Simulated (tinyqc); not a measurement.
Length of a molecular wire: coherent transport through a tight-binding bridge. Computed by the program tinyqc. 

A uniform bridge between two chains:

| parameter | value |
|---|---|
| site energy (eV) | 0.810000 |
| hopping in the bridge (eV) | 0.910000 |
| lead hopping (eV) | 2.400000 |
| couplings (eV) | 0.76, 1.07 |
| E (eV) | -0.430000 |

T = Gamma_L Gamma_R |G_1n|^2 with the self-energies of semi-infinite chains.

Transmission against length:

| sites | T | ln T |
|---|---|---|
| 2 | 3.7098e-01 | -0.9916 |
| 3 | 9.1123e-01 | -0.0930 |
| 4 | 3.5884e-01 | -1.0249 |
| 5 | 2.4137e-01 | -1.4214 |
| 6 | 4.4260e-01 | -0.8151 |
| 7 | 8.5255e-01 | -0.1595 |
| 8 | 3.1132e-01 | -1.1669 |
| 9 | 2.4960e-01 | -1.3879 |
| 10 | 5.3951e-01 | -0.6171 |

E lies inside the band of the bridge (|E - e|/2h = 0.681 < 1): T does not decay but oscillates with length, between 0.241 and 0.911 here, as levels of the bridge pass E.
